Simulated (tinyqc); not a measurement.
Transfer-length model of a contact: two steps of the calculation.

A metal contact of length d and width W on a thin layer of the same width. The metal has no resistance, the sheet resistance under it equals Rsh, and current enters the layer at the front edge x = 0.

Inputs (values chosen for the exercise): specific contact resistivity rc = 3.6e-8 ohm cm^2; contact length d = 0.009 um; contact width W = 2.2 um.

Problem 1. Transfer length. A = Lt coth(d/Lt) is solved for Lt, starting from Lt = A. Newton step for Lt - A tanh(d/Lt) = 0: Lt(new) = Lt - [Lt - A tanh(d/Lt)]/[1 + A d/(Lt cosh(d/Lt))^2].

A = 0.13632545 um
Lt after iteration 1 = 0.016840859 um

Find: Lt after iteration 2.

Solution 1.

Lt after iteration 2 = 0.02844 um

Problem 2. Contact resistivity. rc = Rsh Lt^2. Short cuts: Rsh A^2 (long contact, Lt = A) and Rc W d (short contact, even current).

Rsh = 2999.9151 ohm/sq
Rc = 185.89307 ohm
A = 0.13632545 um
converged Lt = 0.034641734 um

Give: rc; Rsh A^2; Rc W d.

Solution 2.

rc = 3.6000e-8 ohm cm^2
Rsh A^2 = 5.5752e-7 ohm cm^2
Rc W d = 3.6807e-8 ohm cm^2

The extracted rc is within 0.01 % of the value 3.6e-8 ohm cm^2 that made the data.

Computed by the program tinyqc: `OMP_NUM_THREADS=1 python tinyqc.py 2760165 2760166 out.jsonl`, one thread of a shared Intel Xeon 2.30GHz, about 0.01 s for the whole run.
